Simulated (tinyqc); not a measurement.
# Pinning factor and decay constant from two barriers

Question. phiB = S (phiM - chi) + (1 - S)(Eg - E0) with S = 1/(1 + (1/S0 - 1) exp(-be ti)). Find S0, S at the given thickness and be.

Inputs (values chosen for the exercise); semiconductor values close to those of germanium; interlayer mass of the order of that in silicon nitride, offset chosen freely:

| symbol | value | unit | meaning |
|---|---|---|---|
| Eg | 0.667 | eV | band gap |
| chi | 3.84 | eV | electron affinity |
| E0 | 0.087 | eV | charge-neutrality level above the valence band |
| phiM | 4.07 | eV | metal work function |

phiB at ti = 0, 0.3 nm (eV): [0.56285000, 0.49682802]

Solution. Each barrier gives its S by linear interpolation between the pinned and the unpinned value; the ratio of the two values of 1/S - 1 is exp(be ti).

S0 = 0.04900
S = 0.2376
be = 6.000 1/nm

Program tinyqc, `OMP_NUM_THREADS=1 python tinyqc.py 2270042 2270043 out.jsonl`; Intel Xeon 2.30GHz, shared host, one thread, about 0.02 s.
